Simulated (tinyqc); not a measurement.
Carrier lifetime from Shockley-Read-Hall, radiative, Auger and surface recombination: one step, computed by the program tinyqc.

Energies are counted from the top of the valence band. Boltzmann statistics, full ionisation, and equal excess densities of electrons and holes.

Task: Capture times and SRH densities. v = sqrt(3 k_B T/m) with m_e or m_h; tau_n0 = 1/(sigma_n v_n N_t), tau_p0 = 1/(sigma_p v_p N_t); n1 = N_c exp(-(E_g - E_t)/k_B T), p1 = N_v exp(-E_t/k_B T).

Inputs (values chosen for the exercise, with bands modelled on GaP):
```
quantity                          value   unit
gap E_g                            2.26     eV
electron mass m_e                 0.518    m_0
hole mass m_h                     0.825    m_0
temperature T                       300      K
doping N                        2.7e+14  cm^-3
trap level E_t                    0.797     eV
trap density N_t                8.2e+14  cm^-3
electron cross-section sigma_n  5.8e-14   cm^2
hole cross-section sigma_p      2.1e-16   cm^2
```

Doping: n-type. Surface term: none.

N_c = 2.806648e+19 cm^-3

N_v = 1.880412e+19 cm^-3

Constants: k_B = 1.380649e-23 J/K; m_0 = 9.1093837015e-31 kg; k_B = 8.617333262e-05 eV/K.

Give: v_n; v_p; tau_n0; tau_p0; n1; p1.

Result:

v_n = 1.6228e+07 cm/s

v_p = 1.2859e+07 cm/s

tau_n0 = 1.2957e-09 s

tau_p0 = 4.5162e-07 s

n1 = 7.4280e-06 cm^-3

p1 = 7.6779e+05 cm^-3

Caution: the trap density is not small against the doping, so trapped charge breaks the equality of the excess densities.
